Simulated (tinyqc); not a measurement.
Polarisation charge from two barrier thicknesses.

Question. Voff = phiB - dEc - q sigma d/(eps0 eb). Find sigma, phiB - dEc and the thickness at which Voff = 0.

Constants: q = 1.602176634e-19 C, eps0 = 8.8541878128e-14 F/cm where lengths are in cm. Results are converted to the units shown.

Voff at d = 16 and 36 nm (V): -2.0926220  -5.6597744
eb = 9.4967000

Solution. Voff is a straight line in d: its slope is -q sigma/(eps0 eb) and its intercept phiB - dEc.

sigma = 9.361e12 cm^-2
phiB - dEc = 0.7611 V
thickness for Voff = 0 = 4.267 nm

Numbers from tinyqc (`OMP_NUM_THREADS=1 python tinyqc.py 2180057 2180058 out.jsonl`; about 0.01 s on one thread of a shared Intel Xeon 2.30GHz).
